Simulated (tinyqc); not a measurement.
Hopping conduction between localised states: one step, computed by the program tinyqc. Command: `OMP_NUM_THREADS=1 python tinyqc.py 3004530 3004531 out.jsonl hop walk`. One thread of a shared host (Intel(R) Xeon(R) Processor @ 2.30GHz), about 0.01 s of CPU time with the checks.

Energies are counted from the Fermi level. A small network shows the mechanism; the laws of an infinite system follow.

Question. Total conductivity. Mott: T_M = 21.2/(k_B g_0 xi^3), exponent (T_M/T)^(1/4), mean hop r = (3/8) xi times the exponent. Efros-Shklovskii: T_ES = 2.8 e^2/(4 pi eps eps_0 k_B xi), exponent (T_ES/T)^(1/2). Coulomb gap width g_0^(1/2) (e^2/(4 pi eps eps_0))^(3/2). The numerical coefficients come from percolation theory and are given. sigma = s_1 exp(-E_a/k_B T) + s_2 exp(-larger of the two exponents); reduced activation energy w = d ln(sigma)/d ln(T) by a central difference of +/- 1 %.

Inputs (values chosen for the exercise, for a model impurity band):
```
quantity                                    value         unit
localisation length xi                        1.3           nm
density of states g_0                     1.2e+19  1/(eV cm^3)
permittivity eps                               15            -
activation energy E_a to extended states    0.094           eV
prefactor of activated conduction             100         S/cm
prefactor of hopping                        0.019         S/cm
temperature T                                 180            K
```

Dimension: 3D.

Constants: k_B = 8.617333262e-05 eV/K; e^2/(4 pi eps_0) = 14.39964548 eV angstrom.

Give: activated part; hopping part; conductivity; reduced activation energy w.

Answer.

activated part = 0.2334 S/cm

hopping part = 5.315e-09 S/cm

conductivity = 0.2334 S/cm

reduced activation energy w = 6.061

Activation to extended states carries 100 %. For sigma = s exp(-(T_0/T)^p), w = p (T_0/T)^p, so the slope of ln w against ln T gives -p.
